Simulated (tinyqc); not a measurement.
# Frequency dispersion of an accumulation capacitance by border traps, distributed model: what changes with what

Traps spread evenly through the insulator exchange electrons with the semiconductor by tunnelling, with tau(x) = t0 exp(2 ka x) at depth x from the interface. The admittance per area Y seen at depth x obeys dY/dx = -Y^2/(i w eps0 eox) + q Nb ln(1 + i w tau)/tau, with Y(0) = i w Cs and w = 2 pi f; the gate sees Y(tox) = G + i w C. Working variable y = Y/(i w), in uF/cm^2. Cox = eps0 eox/tox.

Parameters, values chosen for the exercise; permittivity close to that of hafnium oxide:
```
symbol   value         unit                                               meaning
eox       19.6                             relative permittivity of the insulator
tox        8.8           nm                                   insulator thickness
Cs         2.5      uF/cm^2             semiconductor capacitance in accumulation
Nb      2.5e19  cm^-3 eV^-1                               density of border traps
ka         3.7         1/nm  decay constant of the wave function in the insulator
t0       2e-10            s              time constant of a trap at the interface
f         1000           Hz                                             frequency
```

Constants: q = 1.602176634e-19 C, eps0 = 8.8541878128e-14 F/cm where lengths are in cm. Results are converted to the units shown.

Each table varies one quantity; the others keep the values above.

## Capacitance and loss against frequency

Cox; trap-free value 1/(1/Cox + 1/Cs); response depth d = ln(1/(w t0))/(2 ka), where w tau = 1; lumped estimate: all traps within d act as C_bt = q Nb d placed at d/2, so C = 1/{1/[1/(1/Cs + d/(2 eps0 eox)) + C_bt] + (tox - d/2)/(eps0 eox)}. C and G from a fine integration; dispersion -d C/d log10 f over C, from f times and over 1.1. For a broad spread of time constants G/w is close to -(pi/2) dC/d ln w.

The same in every row: trap-free C (uF/cm^2) = 1.102.

Capacitance and loss against frequency:
```
f (Hz)  d (nm)  C (uF/cm^2)  G/w (uF/cm^2)  dispersion (% a decade)  -(pi/2) dC/d ln w (uF/cm^2)  lumped C (uF/cm^2)
10       2.458        1.341        0.02309                    2.523                      0.02308               1.319
100      2.147        1.308        0.02207                    2.472                      0.02206               1.289
1000     1.836        1.276        0.02113                    2.425                      0.02111               1.260
10000    1.525        1.246        0.02025                    2.381                      0.02024               1.231
1e5      1.214        1.217        0.01944                    2.341                      0.01943               1.203
1e6     0.9026        1.189        0.01868                    2.303                      0.01868               1.176
1e7     0.5915        1.162        0.01793                    2.269                      0.01798               1.150
```

C falls from 1.341 to 1.162 uF/cm^2, towards the trap-free 1.102; each decade of frequency removes ln 10/(2 ka) = 0.311 nm from the response depth. The dispersion falls from 2.52 to 2.27 % a decade and G/w falls from 0.0231 to 0.0179 uF/cm^2. G/w lies between 0.997 and 1.00 times -(pi/2) dC/d ln w, the relation for a broad spread of time constants.

## Effect of the semiconductor capacitance in accumulation

Same model as above.

The same in every row: d (nm) = 1.836.

Effect of the semiconductor capacitance in accumulation:
columns A: Cs (uF/cm^2); B: C (uF/cm^2); C: G/w (uF/cm^2); D: dispersion (% a decade); E: -(pi/2) dC/d ln w (uF/cm^2); F: lumped C (uF/cm^2); G: trap-free C (uF/cm^2)
```
A          B         C       D         E       F       G
0.2   0.6908   0.04517   9.570   0.04510  0.6555  0.1816
0.39  0.7734   0.04122   7.803   0.04117  0.7413  0.3256
0.75  0.9043   0.03535   5.725   0.03532  0.8767  0.5434
1.4    1.081   0.02815   3.816   0.02813   1.059  0.8188
2.8    1.316   0.01983   2.208   0.01982   1.300   1.157
5.4    1.534   0.01342   1.282   0.01341   1.523   1.445
10     1.699  0.009407  0.8105  0.009393   1.690   1.647
20     1.826  0.006810  0.5453  0.006791   1.819   1.795
```

What does the table show?

As Cs goes from 0.2 to 20, C rises from 0.691 to 1.83 uF/cm^2, the dispersion falls from 9.57 to 0.545 % a decade and G/w falls from 0.0452 to 0.00681 uF/cm^2. The lumped estimate is 5.1 % below C in the first row and 0.38 % below it in the last. The same traps disperse C more when Cs is small, since they then add to the weaker series term.

Program tinyqc, `OMP_NUM_THREADS=1 python tinyqc.py 2202224 2202225 out.jsonl`; Intel Xeon 2.30GHz, shared host, one thread, about 0.5 s.
